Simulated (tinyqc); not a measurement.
# Metal-interlayer-semiconductor contact, depinning against tunnelling resistance: contact resistivity against the conduction-band offset of the interlayer above the semiconductor

Zero bias, n-type semiconductor. Gap states at the semiconductor surface thin out as exp(-be ti), which unpins the barrier; electrons must then cross the interlayer (a rectangular barrier, no voltage drop across it) and the parabolic depleted layer, both by WKB. Energies E are counted from the Fermi level; no image force, parabolic bands.

S = 1/(1 + (1/S0 - 1) exp(-be ti)); phiB = S (phiM - chi) + (1 - S)(Eg - E0); xi = Ec - EF deep inside, from Nd = Nc F(-xi/Vt), F(x) = (2/sqrt(pi)) int_0^infinity sqrt(u) du/(1 + exp(u - x)); band bending U = phiB - xi; E00 = (hbar/2) sqrt(Nd/(eps0 eps_r mt m0)) in volts; A = 4 pi q mA m0 kB^2/h^3. With U = phiB - xi: for xi < E < phiB, y = (E - xi)/U and G1 = (U/E00) [sqrt(1 - y) - y ln((1 + sqrt(1 - y))/sqrt(y))], G1 = 0 above phiB; G2 = 2 ti sqrt(mi max(phiB + dE - E, 0)/C), C = hbar^2/(2 m0); f = 1/(1 + exp(E/Vt)); 1/rho_c = (A T^2/Vt^2) times the integral of exp(-G1 - G2) f over E from xi upwards. Shares under 0.001 % are printed as 0; rows without band bending are left out.

Values chosen for this exercise; semiconductor values close to those of germanium; interlayer mass of the order of that in silicon dioxide, offset chosen freely:
```
symbol    value   unit                                              meaning
T           300      K                                          temperature
Eg        0.647     eV                                             band gap
eps_r      16.6                                       relative permittivity
chi        3.88     eV                                    electron affinity
Nc      1.04e19  cm^-3               conduction-band density of states at T
mt        0.124     m0                 tunnelling mass in the semiconductor
mA         1.12     m0                                      Richardson mass
Nd       3.4e18  cm^-3                                        donor density
E0        0.087     eV       charge-neutrality level above the valence band
S0        0.049                           pinning factor without interlayer
phiM       4.05     eV                                  metal work function
ti          0.2     nm                                 interlayer thickness
mi         0.46     m0                    tunnelling mass in the interlayer
be          5.6   1/nm  decay constant of gap states through the interlayer
```

Constants: q = 1.602176634e-19 C, kB = 1.380649e-23 J/K, eps0 = 8.8541878128e-12 F/m, hbar = 1.054571817e-34 J s, h = 6.62607015e-34 J s, m0 = 9.1093837015e-31 kg, Vt = kB T/q, hbar^2/(2 m0) = 0.0380998212 eV nm^2. Results are converted to the units shown.

The same in every row: S = 0.136; phiB (eV) = 0.507; E00/Vt = 0.923; rho_c with G2 = 0 (ohm cm^2) = 0.00162.

Result of one run:
```
rho_c (ohm cm^2),peak of the integrand (eV),share above phiB (%)
0.0197,0.255,0.258
```

Which conduction-band offset of the interlayer above the semiconductor dE gave this result: 0.5, 1.5, 2 or 3 eV?

dE = 3 eV.

The whole series:
```
dE (eV),rho_c (ohm cm^2),peak of the integrand (eV),share above phiB (%)
0,0.00315,0.264,0.451
0.5,0.00534,0.259,0.294
1,0.00760,0.257,0.277
1.5,0.0101,0.257,0.268
2,0.0129,0.256,0.264
2.5,0.0161,0.256,0.260
3,0.0197,0.255,0.258
```

As dE goes from 0 to 3, phiB stays at 0.507 eV and rho_c rises from 0.00315 to 0.0197 ohm cm^2. The ratio of rho_c to its value with G2 = 0 runs from 1.95 to 12.2.

Numbers from tinyqc (`OMP_NUM_THREADS=1 python tinyqc.py 2270046 2270047 out.jsonl`; about 0.02 s on one thread of a shared Intel Xeon 2.30GHz).
